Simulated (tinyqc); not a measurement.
## Trap density from one capacitance

Question. Traps spread evenly through the insulator exchange electrons with the semiconductor by tunnelling, with tau(x) = t0 exp(2 ka x) at depth x from the interface. The admittance per area Y seen at depth x obeys dY/dx = -Y^2/(i w eps0 eox) + q Nb ln(1 + i w tau)/tau, with Y(0) = i w Cs and w = 2 pi f; the gate sees Y(tox) = G + i w C. Working variable y = Y/(i w), in uF/cm^2. Cox = eps0 eox/tox. Find Nb and G/w.

Parameters, values chosen for the exercise: relative permittivity of the insulator eox = 4.09; insulator thickness tox = 5.9 nm; semiconductor capacitance in accumulation Cs = 2.8 uF/cm^2; decay constant of the wave function in the insulator ka = 5.9 1/nm; time constant of a trap at the interface t0 = 7e-9 s; frequency f = 1e5 Hz.

Constants: q = 1.602176634e-19 C, eps0 = 8.8541878128e-14 F/cm where lengths are in cm. Results are converted to the units shown.

C = 0.51344107 uF/cm^2

Answer. C rises steadily with Nb, so one density matches; in practice ka and t0 must come from the frequency dependence.

Nb = 2.50e19 cm^-3 eV^-1
G/w = 0.00312 uF/cm^2

tinyqc, about 0.5 s, one thread, Intel Xeon 2.30GHz (shared host): `OMP_NUM_THREADS=1 python tinyqc.py 2202195 2202196 out.jsonl`
